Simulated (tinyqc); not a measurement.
Transparency density and B against temperature: optical gain and spontaneous emission in a bulk direct-gap semiconductor.

Parabolic bands, vertical transitions, no excitons. For each hole band j: mr = me mj/(me + mj); joint density of states J_j(E) = (mr/c)^(3/2) sqrt(E - Eg)/(2 pi^2), both spins, c = hbar^2/2m0; averaged matrix element |e.p|^2 = m0 Ep/6; alpha_j(E) = 4 pi^2 alpha_f c Ep J_j/(3 nr E) in 1/angstrom (alpha_f the fine-structure constant, listed as alpha among the constants), times 1e8 for 1/cm.

F_j(eta) = (1/Gamma(j + 1)) integral_0^infinity x^j dx/(1 + exp(x - eta)), which tends to exp(eta) for eta << 0.

Quasi-Fermi levels: n = Nc F_1/2(Fc/kT) and p = Nv F_1/2(Fv/kT), Fc counted up from the conduction edge and Fv down from the valence edge; Nc, Nv from N = 2 (m kB T/(4 pi c))^(3/2) with c = hbar^2/2m0, in 1/angstrom^3; times 1e24 for 1/cm^3, with me and (mhh^(3/2) + mlh^(3/2))^(2/3).

For band j the electron sits at Ee = (E - Eg) mr/me above its edge and the hole at Eh = (E - Eg) mr/mj; fe = 1/(1 + exp((Ee - Fc)/kT)), fh = 1/(1 + exp((Eh - Fv)/kT)); gain g = sum_j alpha_j (fe + fh - 1).

Spontaneous rate: R = integral of (nr E/(hbar c))^2/(pi^2 hbar) sum_j alpha_j fe fh dE, with alpha in 1/cm and (nr E/(hbar c))^2 in 1/cm^2 (1e16 per 1/angstrom^2); B = R/(n p); lifetime n/R.

Constants: hbar^2/2m0 = 3.80998211 eV angstrom^2; fine-structure constant alpha = 0.007297352564; kB = 8.617333262e-05 eV/K; hbar = 6.58211957e-16 eV s; hbar c = 1973.269805 eV angstrom.

Values chosen for the exercise (near those of InGaAs; shifted at random, so the results belong to these values and not to a real crystal): Eg = 0.733 eV (direct gap); me = 0.0411 m0 (electron mass); mhh = 0.454 m0 (heavy-hole mass); mlh = 0.0536 m0 (light-hole mass); Ep = 22.3 eV (Kane energy); nr = 3.61 (refractive index).

Eg is held fixed; B is taken at n = 1e15 1/cm^3.

Results:

| T (K) | transparency density (1/cm^3) | Fc/kT there | B (cm^3/s) |
|---|---|---|---|
| 100 | 1.37e+17 | 2.383 | 7.35e-10 |
| 150 | 2.52e+17 | 2.383 | 4.04e-10 |
| 200 | 3.89e+17 | 2.383 | 2.65e-10 |
| 250 | 5.43e+17 | 2.383 | 1.91e-10 |
| 300 | 7.14e+17 | 2.383 | 1.47e-10 |
| 350 | 9.00e+17 | 2.383 | 1.17e-10 |
| 400 | 1.10e+18 | 2.383 | 9.69e-11 |
| 500 | 1.54e+18 | 2.383 | 7.05e-11 |

Fc/kT at transparency stays at 2.383, since it depends on Nv/Nc alone, so the density goes as T^1.50. B goes as T^-1.46, against T^-1.5 for non-degenerate carriers: hot carriers spread over k and fewer pairs share a wave vector.

(tinyqc, `OMP_NUM_THREADS=1 python tinyqc.py 1680188 1680189 out.jsonl`, Intel(R) Xeon(R) Processor @ 2.30GHz, 1 thread, shared host, about 0.08 s.)
